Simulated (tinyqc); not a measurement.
Inside a calculation: electrons shared among three sets of ellipsoidal valleys. Values are carried at full precision from step to step, so a last printed digit may differ when a step is redone from the rounded ones.

Constants: hbar^2/2m0 = 3.80998211 eV angstrom^2; kB = 8.617333262e-05 eV/K.

Parameters, chosen for this exercise (masses and offsets near those of AlAs; mobilities are free inputs, held fixed; shifted at random, so the results belong to these values and not to a real crystal):

| symbol | value | unit | meaning |
|---|---|---|---|
| ml | (1.013, 1.338, 0.151) | m0 | longitudinal masses of X, L, Gamma |
| mt | (0.2163, 0.146, 0.151) | m0 | transverse masses |
| M | (3, 4, 1) |  | valleys in each set |
| T | 500 | K |  |
| dE | (0, 0.206, 0.803) | eV | edges of X, L, Gamma above the first |
| n | 5.1e+17 | 1/cm^3 | total electron density |
| mu | (280, 400, 1800) | cm^2/(V s) | mobility of each set |

## Masses of each set

One valley: m_d = (ml mt^2)^(1/3). Whole set: m_de = M^(2/3) m_d. Mean over three axes: 1/m_c = (1/ml + 2/mt)/3. Anisotropy K = ml/mt.

m_d, m_de, m_c (m0) and K of each set:

| set | m_d | m_de | m_c | K |
|---|---|---|---|---|
| X | 0.3619 | 0.7528 | 0.2932 | 4.68 |
| L | 0.3055 | 0.7699 | 0.2077 | 9.16 |
| Gamma | 0.1510 | 0.1510 | 0.1510 | 1.00 |

m_de/m_c is 2.57 for X, 3.71 for L, 1.00 for Gamma: many anisotropic valleys give many states at a light conductivity mass. m_c is the mean over three axes; a set that holds only some of the equivalent valleys conducts with a mass that depends on direction.

## Effective densities of states

N_i = M_i times N = 2 (m kB T/(4 pi c))^(3/2) with c = hbar^2/2m0, in 1/angstrom^3; times 1e24 for 1/cm^3, with m = (ml mt^2)^(1/3).

kT = 0.043087 eV

N_i (1/cm^3): X 3.5264e+19, L 3.6474e+19, Gamma 3.1682e+18

## Fermi level and populations

F_j(eta) = (1/Gamma(j + 1)) integral_0^infinity x^j dx/(1 + exp(x - eta)), which tends to exp(eta) for eta << 0.

Solve n = sum_i N_i F_1/2((EF - dE_i)/kT), energies from the edge of the first set.

EF = -0.1827 eV

eta_i: X -4.24, L -9.02, Gamma -22.88

n_i (1/cm^3): X 5.06e+17, L 4.41e+15, Gamma 3.68e+08

shares: X 0.9914, L 0.0086, Gamma 0.0000

X holds most electrons (99.1 %). Boltzmann weights N_i exp(-dE_i/kT) would give L a share of 0.0086.

## Drift and Hall mobility of the mixture

With f_i the shares, mu_drift = sum f_i mu_i; low-field Hall mobility mu_H = sum f_i mu_i^2/mu_drift (scattering and anisotropy factors set to 1); the Hall density is n mu_drift/mu_H; rho = 1/(e n mu_drift), e = 1.602176634e-19 C.

mu_drift = 281 cm^2/(V s)
mu_H = 281 cm^2/(V s)
Hall density = 5.09e+17 1/cm^3
rho = 0.0435 ohm cm

A Hall measurement would read 99.8 % of the true density. The mobilities are of the size met in pure crystals; at this density impurities would cut them and raise rho, by a factor of two to ten or more depending on crystal and density.

## Checks

- Share of L at n = 1e10 1/cm^3 against the Boltzmann weight: both 0.008600.

tinyqc: `OMP_NUM_THREADS=1 python tinyqc.py 1680476 1680477 out.jsonl`; about 0.01 s, one thread, shared Intel(R) Xeon(R) Processor @ 2.30GHz.
